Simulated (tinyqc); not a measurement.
Reverse leakage of an n+-p junction: diffusion, generation, trap-assisted and band-to-band tunnelling: leakage components against the temperature.

One-sided abrupt junction in the depletion approximation, x from the junction (0) to W on the p side, field F = F0 (1 - x/W). Flat quasi-Fermi levels, long p side. Traps generate through SRH with both lifetimes shortened by 1 + Gamma (Hurkx enhancement, form for moderate fields); band-to-band generation is local and needs a total bending above Eg.

Nc and Nv are given at 400 K and scale as (T/400 K)^1.5; all else is held fixed. ni = sqrt(Nc Nv) exp(-Eg/(2 Vt)), Eg in volts; Vbi = Vt ln(Na Nd/ni^2); W = sqrt(2 eps0 eps_r (Vbi + VR)/(q Na)); F0 = 2 (Vbi + VR)/W; FG = sqrt(24 mt m0 (kB T)^3)/(q hbar); J_diff = q ni^2 sqrt(Dn/tau)(1 - exp(-VR/Vt))/Na. u = (Vbi + VR)(1 - x/W)^2, p = Na exp(-u/Vt), n = Nd exp((u - Vbi - VR)/Vt); G0 = ni^2 (1 - exp(-VR/Vt))/(tau (n + p + 2 ni cosh(Et/Vt))); Gamma = 2 sqrt(3 pi)(F/FG) exp((F/FG)^2); trap-assisted part G0 Gamma; G_bb = Ab F^2.5 exp(-Bb/F) with F in V/cm, zero unless Vbi + VR > Eg. Currents are q times the integrals over 0 to W; J_bb under 1e-8 of J is printed as 0; rows with F0/FG above 2.2, beyond the range of this Gamma, are left out.

Inputs (values chosen for the exercise); band and dielectric values close to those of silicon:
- Eg = 1.11 eV (band gap)
- eps_r = 11.9 (relative permittivity)
- Nc = 4.25e19 cm^-3 (conduction-band density of states at the reference temperature)
- Nv = 4.14e19 cm^-3 (valence-band density of states at the reference temperature)
- Na = 2.3e17 cm^-3 (acceptor density of the lighter side)
- Nd = 1e20 cm^-3 (donor density of the heavier side)
- tau = 1e-7 s (SRH lifetime of both carriers at zero field)
- Et = 0 eV (trap level above the intrinsic level)
- mt = 0.25 m0 (tunnelling mass)
- Dn = 6.3 cm^2/s (electron diffusion coefficient on the lighter side)
- Ab = 4.5e14 cm^-0.5 V^-2.5 s^-1 (band-to-band prefactor)
- Bb = 1.9e7 V/cm (band-to-band field constant)
- VR = 2.1 V (reverse bias)

Constants: q = 1.602176634e-19 C, kB = 1.380649e-23 J/K, hbar = 1.054571817e-34 J s, m0 = 9.1093837015e-31 kg, Vt = kB T/q, eps0 = 8.8541878128e-14 F/cm where lengths are in cm. Results are converted to the units shown.

Results:

| T (K) | F0 (kV/cm) | F0/FG | J_diff (A/cm^2) | J_SRH (A/cm^2) | J_TAT (A/cm^2) | J_bb (A/cm^2) | J (A/cm^2) | largest part |
|---|---|---|---|---|---|---|---|---|
| 220 | 470 | 2.03 | 6.04e-20 | 1.86e-11 | 1.47e-9 | 9.33e-15 | 1.49e-9 | trap-assisted tunnelling |
| 250 | 469 | 1.67 | 9.98e-17 | 7.64e-10 | 2.22e-8 | 8.39e-15 | 2.29e-8 | trap-assisted tunnelling |
| 280 | 468 | 1.41 | 3.50e-14 | 1.45e-8 | 2.20e-7 | 7.50e-15 | 2.34e-7 | trap-assisted tunnelling |
| 310 | 467 | 1.20 | 4.08e-12 | 1.58e-7 | 1.53e-6 | 0 | 1.68e-6 | trap-assisted tunnelling |
| 370 | 464 | 0.919 | 5.85e-9 | 6.10e-6 | 3.24e-5 | 0 | 3.85e-5 | trap-assisted tunnelling |
| 400 | 463 | 0.815 | 1.01e-7 | 2.56e-5 | 1.09e-4 | 0 | 1.35e-4 | trap-assisted tunnelling |
| 430 | 461 | 0.729 | 1.18e-6 | 8.88e-5 | 3.14e-4 | 0 | 4.04e-4 | trap-assisted tunnelling |

Estimate the missing row, T = 340 K.

Computed row:

| T (K) | F0 (kV/cm) | F0/FG | J_diff (A/cm^2) | J_SRH (A/cm^2) | J_TAT (A/cm^2) | J_bb (A/cm^2) | J (A/cm^2) | largest part |
|---|---|---|---|---|---|---|---|---|
| 340 | 465 | 1.05 | 2.10e-10 | 1.14e-6 | 7.91e-6 | 0 | 9.06e-6 | trap-assisted tunnelling |

With this row back in the table: J rises from 1.49e-9 to 4.04e-4 A/cm^2. Trap-assisted tunnelling leads at T = 220 and in all other rows. Activation energies over the table: 1.19 eV for diffusion (Eg = 1.11 eV, raised by the T^3 of ni^2), 0.597 eV for SRH generation (Eg/2 + |Et| = 0.555 eV), 0.476 eV for the trap-assisted part, lower since Gamma grows on cooling; the total shows 0.432 eV at the cold end and 0.543 eV at the hot end.

Range of the model: The n+ side is degenerate, so Vbi from Boltzmann statistics is only a guide.

Program tinyqc, `OMP_NUM_THREADS=1 python tinyqc.py 2290045 2290046 out.jsonl`; Intel Xeon 2.30GHz, shared host, one thread, about 0.01 s.
